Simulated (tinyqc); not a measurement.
# Worked calculation: one level coupled to a phonon between two leads, self-consistent Born approximation

Program tinyqc, `OMP_NUM_THREADS=1 python tinyqc.py 2720114 2720115 out.jsonl`; Intel Xeon 2.30GHz, shared host, one thread, about 0.1 s. Printed values are rounded.

Wide-band leads with mu_L = +V/2 and mu_R = -V/2; phonons in equilibrium, Nq = 1/(exp(w0/kB T) - 1). Scattering links only energies that differ by w0, so a ladder E_k = E1 + k w0 closes on itself; terms that reach past its ends are dropped. Gn and Gp are the electron and hole parts of the spectral function A = Gn + Gp.

Parameters, values chosen for the exercise:
```
symbol  value  unit                           meaning
T         300     K  temperature of leads and phonons
w0         50   meV                     phonon energy
ed        -44   meV                             level
GL         34   meV         coupling to the left lead
GR         18   meV        coupling to the right lead
M         6.2   meV    electron-phonon matrix element
V          88    mV                              bias
nr          5               rungs of the ladder shown
E1       -100   meV                       lowest rung
```

Constants: q = 1.602176634e-19 C, kB = 1.380649e-23 J/K, Vt = kB T/q. Results are converted to the units shown.

Range of the model: The self-consistent Born approximation keeps only non-crossing phonon lines and no Hartree shift; it is rough once the coupling nears the phonon energy.

## The ladder and the first Green functions

|G|^2 = 1/[(E - ed)^2 + (GL + GR + Sin + Sout)^2/4], Gn = |G|^2 (GL fL + GR fR + Sin), Gp = |G|^2 (GL (1 - fL) + GR (1 - fR) + Sout), f = 1/(1 + exp((E - mu)/kB T)). On a single ladder the real part of the phonon self-energy, which needs all energies, is left out. At the start Sin = Sout = 0.

| rung | E (meV) | fL | fR | Gn (1/meV) | Gp (1/meV) |
|---|---|---|---|---|---|
| 0 | -100 | 0.9962046 | 0.8971708 | 0.01312173 | 5.194042e-4 |
| 1 | -50 | 0.9743214 | 0.5577635 | 0.06062735 | 0.01240636 |
| 2 | 0 | 0.8457952 | 0.1542048 | 0.01207225 | 0.007835864 |
| 3 | 50 | 0.4422365 | 0.02567862 | 0.001629337 | 0.003837442 |
| 4 | 100 | 0.1028292 | 0.003795378 | 1.664725e-4 | 0.002262072 |

Nq = 0.1689840

## Iteration 1: scattering functions

Sin(E) = M^2 [(Nq + 1) Gn(E + w0) + Nq Gn(E - w0)], Sout(E) = M^2 [(Nq + 1) Gp(E - w0) + Nq Gp(E + w0)]. Nq = 1/(exp(w0/kB T) - 1).

| rung | Sin (meV) | Sout (meV) |
|---|---|---|
| 0 | 2.724335 | 0.08058855 |
| 1 | 0.6277110 | 0.07423958 |
| 2 | 0.4670352 | 0.5824161 |
| 3 | 0.08589883 | 0.3668042 |
| 4 | 0.01058376 | 0.1724383 |

## Iteration 1: Green functions

|G|^2 = 1/[(E - ed)^2 + (GL + GR + Sin + Sout)^2/4], Gn = |G|^2 (GL fL + GR fR + Sin), Gp = |G|^2 (GL (1 - fL) + GR (1 - fR) + Sout), f = 1/(1 + exp((E - mu)/kB T)). On a single ladder the real part of the phonon self-energy, which needs all energies, is left out.

| rung | Gn after iteration 1 (1/meV) | Gp after iteration 1 (1/meV) |
|---|---|---|
| 0 | 0.01356979 | 5.301294e-4 |
| 1 | 0.05996159 | 0.01219590 |
| 2 | 0.01212314 | 0.007974694 |
| 3 | 0.001636334 | 0.003871193 |
| 4 | 1.669297e-4 | 0.002269620 |

## Iteration 2: scattering functions

As before.

| rung | Sin (meV) | Sout (meV) |
|---|---|---|
| 0 | 2.694419 | 0.07922146 |
| 1 | 0.6329081 | 0.07562333 |
| 2 | 0.4630250 | 0.5731783 |
| 3 | 0.08624990 | 0.3730917 |
| 4 | 0.01062921 | 0.1739549 |

## Iteration 2: Green functions

As before.

| rung | Gn after iteration 2 (1/meV) | Gp after iteration 2 (1/meV) |
|---|---|---|
| 0 | 0.01356509 | 5.298945e-4 |
| 1 | 0.05995447 | 0.01219490 |
| 2 | 0.01212323 | 0.007972256 |
| 3 | 0.001636341 | 0.003871782 |
| 4 | 1.669315e-4 | 0.002269687 |

## Course of the iteration

Repeat until no Sin or Sout changes by more than 1e-9 meV.

Course of the iteration:

| iteration | largest Sin + Sout (meV) | largest change (meV) |
|---|---|---|
| 1 | 2.804923 | 2.72 |
| 2 | 2.773640 | 0.0299 |
| 3 | 2.773314 | 3.20e-4 |
| 4 | 2.773317 | 3.50e-6 |
| 5 | 2.773317 | 3.02e-8 |
| 6 | 2.773317 | 4.01e-10 |

Converged in 6 iterations; the change shrinks by about 0.011 a step.

## Currents on the rungs

| rung | converged Gn (1/meV) | converged Gp (1/meV) |
|---|---|---|
| 0 | 0.01356504 | 5.298940e-4 |
| 1 | 0.05995455 | 0.01219489 |
| 2 | 0.01212322 | 0.007972247 |
| 3 | 0.001636342 | 0.003871772 |
| 4 | 1.669315e-4 | 0.002269688 |

Spectral currents into the level: iL = GL [fL Gp - (1 - fL) Gn], iR = GR [fR Gp - (1 - fR) Gn].

| rung | iL | iR | iL + iR (1e-3) |
|---|---|---|---|
| 0 | 0.0161975 | -0.0165506 | -0.353036 |
| 1 | 0.3516345 | -0.3548200 | -3.185540 |
| 2 | 0.1656966 | -0.1624393 | 3.257274 |
| 3 | 0.0271846 | -0.0269082 | 0.276384 |
| 4 | 0.0028432 | -0.0028383 | 0.004918 |

sum of iL = 0.5635565

On a single rung iL + iR need not vanish (largest 0.0033), since phonons move electrons between rungs; summed over the ladder it does.
